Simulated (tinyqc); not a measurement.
Capillary instabilities by surface diffusion: grooving and agglomeration of films, edge retraction, wire break-up and smoothing of roughness: one step, computed by the program tinyqc. Command: `OMP_NUM_THREADS=1 python tinyqc.py 3024321 3024322 out.jsonl dewet walk`. One thread of a shared host (Intel(R) Xeon(R) Processor @ 2.30GHz), about 0.01 s of CPU time with the checks.

Isotropic surface energy; shapes change by surface diffusion alone.

Task: The Mullins constant. B = D_s nu gamma_s Omega^2/(k_B T), D_s = D0 exp(-Q/(k_B T)).

Inputs (values chosen for the exercise, for a model film):

| quantity | value | unit |
|---|---|---|
| surface energy gamma_s | 2.74 | J/m^2 |
| atomic volume Omega | 13.6 | angstrom^3 |
| surface sites nu | 11 | 1/nm^2 |
| prefactor D0 | 5.7e-05 | m^2/s |
| activation energy Q | 2.11 | eV |
| temperature T | 955 | K |
| time t | 38 | s |

Constants: k_B = 8.617333262e-05 eV/K; k_B = 1.380649e-23 J/K.

Give: D_s; B; length (B t)^(1/4).

Result:

D_s = 4.1770e-16 m^2/s

B = 176.60 nm^4/s

length (B t)^(1/4) = 9.0510 nm

Lengths grow as t^(1/4): doubling one takes 16 times as long, or roughly 120 K more.
